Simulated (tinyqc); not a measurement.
## Partial widths from the peak

Inverse problem. A Breit-Wigner resonance has total width G = GL + GR and peak transmission Tp = 4 GL GR/G^2. GL is known to be the larger. Find GL, GR and the lifetime hbar/G.

Constants: q = 1.602176634e-19 C, hbar = 1.054571817e-34 J s. Results are converted to the units shown.

G = 2.8055445 meV
Tp = 0.96654294

Answer. GL and GR have the sum G and the product Tp G^2/4, so they are (G/2)(1 +/- sqrt(1 - Tp)).

GL = 1.66 meV
GR = 1.15 meV
lifetime = 235 fs

Computed by the program tinyqc: `OMP_NUM_THREADS=1 python tinyqc.py 2600009 2600010 out.jsonl`, one thread of a shared Intel Xeon 2.30GHz, about 0.1 s for the whole run.
